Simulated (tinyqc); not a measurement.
Capillary instabilities by surface diffusion: grooving and agglomeration of films, edge retraction, wire break-up and smoothing of roughness: one step, computed by the program tinyqc. Command: `OMP_NUM_THREADS=1 python tinyqc.py 3013495 3013496 out.jsonl dewet walk`. One thread of a shared host (Intel(R) Xeon(R) Processor @ 2.30GHz), about 0.01 s of CPU time with the checks.

Isotropic surface energy; shapes change by surface diffusion alone.

Question. Retraction of a straight edge. A rim shaped as a circular segment with contact angle theta holds the area h x; its radius r obeys r^2 (theta - sin theta cos theta) = h x. To advance, the edge must carry a strip of the rim height H = r (1 - cos theta) over the rim, driven by the curvature 1/r over the distance r theta (the scaling argument of Brandon and Bradshaw): H dx/dt = B/(theta r^2) gives x^(5/2) = (5/2) B t c^(3/2)/(theta (1 - cos theta) h^(3/2)), c = theta - sin theta cos theta.

Inputs (values chosen for the exercise, of the order of those of a nickel silicide film):
```
quantity,value,unit
contact angle on the substrate theta,100,degrees
temperature T,852,K
time t,710,s
film thickness h,15,nm
```

B = 367.1124 nm^4/s

Give: retraction x; rim height H; present speed.

Answer.

retraction x = 46.22 nm

rim height H = 22.32 nm

present speed = 0.02604 nm/s

The rim is 1.5 times the film thickness. x goes as t^(2/5) h^(-3/5): thin films retract faster. Caution: the rim is not yet high against the film, as the scaling law assumes.
